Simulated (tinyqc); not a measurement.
Pillar capacitor in an array: capacitance, non-linearity, leakage and relaxation: two steps of the calculation.

A film between two metal electrodes, each interface adding a series capacitance ci. The small-signal permittivity is ek (1 + aq E^2); the field is found with the linear permittivity. Leakage J = J0 sinh(E/Ef). After a voltage step the film passes a relaxation current kr C V tt^(-nr), tt being the time in seconds. The sidewall is a coaxial capacitor with radii a = dm/2 and b = dm/2 + t, depth AR dm; the end face is left out.

Parameters, values chosen for the exercise; permittivity of the order of that of aluminium oxide:
- ek = 8.86 (relative permittivity of the film)
- t = 5.4 nm (film thickness)
- ci = 1000 uF/cm^2 (capacitance of each electrode interface (dead layer and screening))
- aq = 0.0017 cm^2/MV^2 (quadratic field coefficient of the permittivity)
- V = 0.9 V (bias)
- J0 = 9.3e-10 A/cm^2 (leakage prefactor)
- Ef = 0.2 MV/cm (field for an e-fold rise of the leakage)
- dm = 27 nm (diameter of the pillar)
- AR = 30 (aspect ratio, depth over diameter)
- pt = 58 nm (pitch of the square array)
- rho = 290 uohm cm (resistivity of the inner electrode)

Constants: eps0 = 8.8541878128e-14 F/cm where lengths are in cm. Results are converted to the units shown.

Task 1. Planar capacitance, field and non-linearity. Planar film: Cf = eps0 ek/t, 1/C = 1/Cf + 2/ci, EOT = 3.9 eps0/C, effective permittivity C t/eps0, E = (V/t) C/Cf; quadratic coefficient [C(V)/C - 1]/V^2 with Cf (1 + aq E^2) in C(V).

Find: Cf; C; EOT; effective permittivity; E; quadratic coefficient; J.

Result 1.

Cf = 1.4527 uF/cm^2
C = 1.4485 uF/cm^2
EOT = 2.3839 nm
effective permittivity = 8.8343
E = 1.6618 MV/cm
quadratic coefficient = 5779.3 ppm/V^2
J = 1.8884e-6 A/cm^2

The interfaces take 0.290 % of the voltage.

Task 2. Cell capacitance, fields and time constant. Per length 1/c = ln(b/a)/(2 pi eps0 ek) + (1/a + 1/b)/(2 pi ci); cell capacitance c AR dm; per footprint over pt^2; fields c V/(2 pi eps0 ek r) at r = a and b; resistance of the inner electrode rho AR dm/(pi a^2); time constant R C/3 of the distributed line.

Find: a; b; cell capacitance; capacitance per footprint; field at a; field at b; R; R C/3.

Result 2.

a = 13.500 nm
b = 18.900 nm
cell capacitance = 1.1831 fF
capacitance per footprint = 35.169 uF/cm^2
field at a = 1.9755 MV/cm
field at b = 1.4111 MV/cm
R = 4.1027 kohm
R C/3 = 1.6179 ps

The array gives 24.3 times the planar capacitance per footprint; curvature makes the field at the inner electrode 1.19 times the planar value.

Computed by the program tinyqc: `OMP_NUM_THREADS=1 python tinyqc.py 2102028 2102029 out.jsonl`, one thread of a shared Intel Xeon 2.30GHz, about 0.01 s for the whole run.
